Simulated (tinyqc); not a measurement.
From results back to parameters: deep level as a short-range spherical well. Five cases, with inputs chosen for the exercise.

Problem. Emission rates at T and T2 were computed from hidden Et and sn.

Thermal emission e = sn v Nc exp(-Et/kB T), v = sqrt(6 c kB T/m)/hbar, Nc = 2 gv (m kB T/(4 pi c))^(3/2), c = hbar^2/2m0, one mass for both, degeneracy ratio 1; 1 angstrom = 1e-8 cm.

Constants: hbar^2/2m0 = 3.80998211 eV angstrom^2; kB = 8.617333262e-05 eV/K; hbar = 6.58211957e-16 eV s.

Case 1.

Values chosen (near those of Ge; not measured data):
- m = 0.117 m0 (mass)
- gv = 4 (valleys)
- T = 350 K (temperature)
- T2 = 390 K (second temperature)

e(T), e(T2) (1/s): 9962202  2.351343e+07

Case 2.

Values chosen (near those of Si; not measured data):
- m = 0.249 m0 (mass)
- gv = 6 (valleys)
- T = 350 K (temperature)
- T2 = 390 K (second temperature)

e(T), e(T2) (1/s): 3.970882e+08  8.243189e+08

Case 3.

Values chosen (near those of 4H SiC; not measured data):
- m = 0.405 m0 (mass)
- gv = 3 (valleys)
- T = 300 K (temperature)
- T2 = 340 K (second temperature)

e(T), e(T2) (1/s): 1.026483e+09  1.895230e+09

Case 4.

Values chosen (near those of Ge; not measured data):
- m = 0.114 m0 (mass)
- gv = 4 (valleys)
- T = 150 K (temperature)
- T2 = 190 K (second temperature)

e(T), e(T2) (1/s): 6.432374  522.4699

Case 5.

Values chosen (near those of InP; not measured data):
- m = 0.078 m0 (mass)
- gv = 1 (valleys)
- T = 250 K (temperature)
- T2 = 290 K (second temperature)

e(T), e(T2) (1/s): 0.004406599  0.2154584

Find: Et; sn.

Solution. v Nc goes as T^2, so ln(e/T^2) against 1/T has slope -Et/kB; the intercept gives sn.

Case 1.

Et = 0.189 eV
sn = 0.28 x 1e-16 cm^2

Case 2.

Et = 0.151 eV
sn = 1.0 x 1e-16 cm^2

Case 3.

Et = 0.080 eV
sn = 0.63 x 1e-16 cm^2

Case 4.

Et = 0.241 eV
sn = 0.24 x 1e-16 cm^2

Case 5.

Et = 0.561 eV
sn = 0.57 x 1e-16 cm^2

Computed by tinyqc, one run a case: `OMP_NUM_THREADS=1 python tinyqc.py N N+1 out.jsonl` with N = 1250757, 1250762, 1250866, 1250912, 1250983; one thread of a shared Intel(R) Xeon(R) Processor @ 2.30GHz, about 0.01 s a run at most.
